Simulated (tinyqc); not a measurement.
Precursor delivery by bubblers, mass-transport growth and the solid composition of a III-V alloy: one step, computed by the program tinyqc.

1 sccm = 44.615 micromol/min; 1 torr = 133.322 Pa. The sources decompose fully at the surface.

Task: Solid composition. At high V/III the group-V pressures at the surface equal those supplied, as dimers: p_D2/p_C2 = x_v/(1 - x_v). Equilibrium of the solid AC(1-x)D(x), A standing for the mix of both group-III metals: ln[x/(1 - x)] + L0 (1 - 2x)/(R T) = -dG_x/(R T) + (1/2) ln[x_v/(1 - x_v)]. Growth rate = rate per torr x (p_1 + p_2). Sensitivity dx/dx_v = [1/(2 x_v (1 - x_v))]/[1/(x (1 - x)) - 2 L0/(R T)].

Inputs (values chosen for the exercise, modelled on triethylgallium (source 1) and trimethylindium (source 2) for the vapour pressures):

| quantity | value | unit |
|---|---|---|
| bath temperature T1 | 284 | K |
| bath temperature T2 | 296 | K |
| growth temperature T | 1050 | K |
| flow cross-section A | 58 | cm^2 |
| interaction L0 of the solid | 13.6 | kJ/mol |
| vapour fraction x_v of D among the group-V sources | 0.8 | - |
| exchange energy dG_x of AC + (1/2) D2 -> AD + (1/2) C2 | 13 | kJ/mol |

Alloy: mixing on the group-V sites.

growth rate per torr of group III = 28.30475 micrometre/(h torr)

p_1 = 0.001536862 torr

p_2 = 0.005482764 torr

Constants: R = 8.314462618 J/(mol K).

Give: solid fraction x; distribution coefficient x/x_v; dx/dx_v; growth rate.

Result:

solid fraction x = 0.1220

distribution coefficient x/x_v = 0.1525

dx/dx_v = 0.5024

growth rate = 0.1987 micrometre/h

The solid is poorer in D than the vapour. The growth rate is set by group III alone. Caution: the boundary layer is a quarter or more of the root of the cross-section, so it fills much of the channel and depletion along the flow matters.
